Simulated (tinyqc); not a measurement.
Substrate current against gate voltage: lateral field, substrate current, probability of reaching the oxide barrier and hot-carrier lifetime of a silicon transistor (pseudo-two-dimensional and lucky-electron models). Computed by tinyqc, a small Python program. Command: `OMP_NUM_THREADS=1 python tinyqc.py 3007536 3007537 out.jsonl hotcar walk`. One thread of a shared host (Intel(R) Xeon(R) Processor @ 2.30GHz), about 0.01 s of CPU time with the checks.

Local-field models: a lucky carrier gains its energy at the peak field over a path free of collisions. Voltages are magnitudes.

Inputs (values chosen for the exercise, modelled on a silicon p-channel): channel length L = 780 nm; oxide thickness t = 15 nm; junction depth x_j = 260 nm; mobility mu = 98 cm^2/(V s); saturation velocity v_s = 0.75 1e7 cm/s; threshold voltage V_T = 0.76 V; drain voltage V_D = 14 V; ionisation prefactor A_i = 7.4e+06 1/cm; ionisation field B_i = 3.7 MV/cm; hot-carrier mean free path lambda = 5.1 nm; oxide barrier phi_b = 4.6 eV; interface-trap threshold phi_it = 4.5 eV; lifetime constant H = 5 s microampere/micrometre; length of the depleted extension L_n = 110 nm.

Drain: lightly doped extension.

Constants: eps_0 = 8.8541878128e-12 F/m.

Method:
- C_ox = 3.9 eps_0/t; F_sat = 2 v_s/mu; V_Dsat = V_ov F_sat L/(V_ov + F_sat L), V_ov = V_G - V_T; I_D/W = C_ox v_s (V_ov - V_Dsat).
- Scale length l = 0.22 t^(1/3) x_j^(1/2) (all in cm); F_m = sqrt(((V_D - V_Dsat)/l_e)^2 + F_sat^2), with l_e = l + L_n; length of the velocity-saturated region l_e ln((V_D - V_Dsat)/(l_e F_sat) + F_m/F_sat).
- Substrate current I_sub/I_D = (A_i/B_i)(V_D - V_Dsat) exp(-B_i/F_m); probability of reaching the oxide barrier exp(-phi_b/(e lambda F_m)); lifetime tau = (H/(I_D/W)) exp(phi_it/(e lambda F_m)).

At the given drain voltage:
```
V_G (V)  V_Dsat (V)  I_D/W (microampere/micrometre)  F_m (kV/cm)  I_sub/W (microampere/micrometre)     tau (s)
1.5          0.6968                             7.5       578.60                            0.3314  2.8136e+06
2.2          1.2850                            26.8       554.85                            0.8645  1.5062e+06
3.4          2.1619                            82.5       519.59                            1.5790  1.4365e+06
4.9          3.0740                           184.0       483.17                            1.8996  2.3179e+06
6.6          3.9217                           331.2       449.58                            1.7797  5.0387e+06
8.8          4.8045                           558.6       414.96                            1.3782  1.5365e+07
11.0         5.5122                           816.3       387.52                            0.9888  4.7379e+07
13.0         6.0438                          1069.8       367.14                            0.7150  1.2793e+08
15.0         6.4941                          1337.4       350.06                            0.5157  3.3063e+08
```

What does the comparison show, and why?

I_sub peaks at V_G = 4.9 V, 0.35 V_D: a higher gate voltage brings more carriers but raises V_Dsat and so lowers F_m. The shortest lifetime among the rows lies at V_G = 3.4 V, below that of the largest I_sub, since tau depends more steeply on the field.

Extremes, crossings and ranges named in words are read from the listed rows.
